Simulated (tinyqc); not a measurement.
# From the Foster terms back to the ladder

Inverse problem. A two-node ladder (R1 between the nodes, R2 to ambient, C1 and C2 to ambient) has Z(t) = r_1 (1 - exp(-t/tau_1)) + r_2 (1 - exp(-t/tau_2)) at node 1. Find C1, R1, R2 and C2.

tau_1, tau_2 (ms): [0.69057976, 3.0082202]
r_1, r_2 (K/W): [0.87241960, 0.75758040]

Answer. The initial slope gives 1/C1 = sum r/tau, the initial curvature 1/(R1 C1^2) = sum r/tau^2, the final value R1 + R2 = sum r, and the determinant tau_1 tau_2 = R1 R2 C1 C2.

C1 = 0.660 mJ/K
R1 = 1.20 K/W
R2 = 0.430 K/W
C2 = 6.10 mJ/K

Computed by the program tinyqc: `OMP_NUM_THREADS=1 python tinyqc.py 2520030 2520031 out.jsonl`, one thread of a shared Intel Xeon 2.30GHz, about 0.01 s for the whole run.
